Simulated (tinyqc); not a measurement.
From results back to parameters: interband optics of a two-band s-p chain from momentum matrix elements. Two cases, with inputs chosen for the exercise.

Problem. At k = 0 the chain has the gap D0 = Es - Ep_ - 2 (ts + tp), w0 = 4 a^2 V^2, and masses 2c/mc = 2 ts a^2 + 2 w0/D0, 2c/mv = 2 tp a^2 + 2 w0/D0 (c = hbar^2/2m0, mv positive for holes). The oscillator strength there is f0 = w0/(c D0). V, ts and tp are hidden.

Constants: hbar^2/2m0 = 3.80998211 eV angstrom^2.

Find: V; ts; tp.

Method. w0 = f0 c D0 gives V; 1/mc - f0 = ts a^2/c and 1/mv - f0 = tp a^2/c.

Case 1.

Values chosen: a = 4.39 angstrom (period).
D0 = 5.2300 eV
f0 = 4.76662

mc, mv (m0): 0.152975  0.163069

Solution.

V = 1.11 eV
ts = 0.35 eV
tp = 0.27 eV

Case 2.

Values chosen: a = 4.04 angstrom (period).
D0 = 4.2600 eV
f0 = 2.51041

mc, mv (m0): 0.193557  0.209167

Solution.

V = 0.79 eV
ts = 0.62 eV
tp = 0.53 eV

Computed by tinyqc, one run a case: `OMP_NUM_THREADS=1 python tinyqc.py N N+1 out.jsonl` with N = 1681244, 1681309; one thread of a shared Intel(R) Xeon(R) Processor @ 2.30GHz, about 0.01 s a run at most.
